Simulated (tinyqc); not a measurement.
Worked calculation: inverse iteration on a symmetric matrix. Computed by tinyqc, a small Python program that keeps every step. Settings: method = inverse, shift = 1.09. Command: `OMP_NUM_THREADS=1 python tinyqc.py 24505 24506 out.jsonl` (the two numbers bound the seeds that draw the settings). One thread of a shared host (Intel(R) Xeon(R) Processor @ 2.60GHz), about 0.01 s of CPU time with the checks.

## Step 1

A:
```
[[0.356000, 0.250000, 0.584000],
 [0.250000, 1.274000, 0.542000],
 [0.584000, 0.542000, 4.540000]]
```

vector v at the start: [0.577350, 0.577350, 0.577350]

shift = 1.090000

solve (A - shift) w = v; v' = w/|w| with its largest component positive (the first on a tie); lambda = v'^T A v'.

vector after step 1: [0.060889, 0.989794, -0.128846]

Rayleigh quotient after step 1 = 1.207543

## Step 2

As before.

vector after step 2: [0.171761, 0.967495, -0.185611]

Rayleigh quotient after step 2 = 1.210626

## Course of the iteration

Stop when the residual |A v - lambda v| is below 1e-9.

Steps:
```
step      lambda  residual
1     1.20754341  1.87e-01
2     1.21062572  1.54e-02
3     1.21082835  2.07e-03
4     1.21083264  2.94e-04
5     1.21083273  4.20e-05
6     1.21083273  6.01e-06
7     1.21083273  8.58e-07
8     1.21083273  1.23e-07
9     1.21083273  1.75e-08
10    1.21083273  2.50e-09
11    1.21083273  3.58e-10
```

all eigenvalues, for comparison: [0.244269, 1.210833, 4.714899]

Converged in 11 steps.
